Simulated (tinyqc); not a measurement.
Finite-difference solution of the diffusion equation on a small grid: one step, computed by the program tinyqc.

dC/dt = D d2C/dx2 on nodes x_j = j dx, j = 0..7; the far end is sealed.

Task: Amplification factors. The mode of M with eigenvalue mu has its amplitude multiplied per step by g = (1 + (1 - theta) r mu)/(1 - theta r mu), with theta = 0 explicit, 1 implicit, 1/2 Crank-Nicolson; the explicit scheme is stable for r up to 2/|mu_min|.

Boundary at x = 0: sealed surface. Scheme: explicit.

operator M, rows 0, 1, 2, 3, 4, 5, 6, 7:
```
[[-2, 2, 0, 0, 0, 0, 0, 0],
 [1, -2, 1, 0, 0, 0, 0, 0],
 [0, 1, -2, 1, 0, 0, 0, 0],
 [0, 0, 1, -2, 1, 0, 0, 0],
 [0, 0, 0, 1, -2, 1, 0, 0],
 [0, 0, 0, 0, 1, -2, 1, 0],
 [0, 0, 0, 0, 0, 1, -2, 1],
 [0, 0, 0, 0, 0, 0, 2, -2]]
```

mesh ratio r = 0.204

Give: eigenvalues mu of M; factors g; largest stable r of the explicit scheme.

Result:

eigenvalues mu of M: [-4.0000, -3.8019, -3.2470, -2.4450, -1.5550, -0.7530, -0.1981, 0.0000]

factors g: [0.1840, 0.2244, 0.3376, 0.5012, 0.6828, 0.8464, 0.9596, 1.0000]

largest stable r of the explicit scheme = 0.5

The smallest factor is 0.184: no mode changes sign, and all decay but one with mu = 0 where there is such a mode.
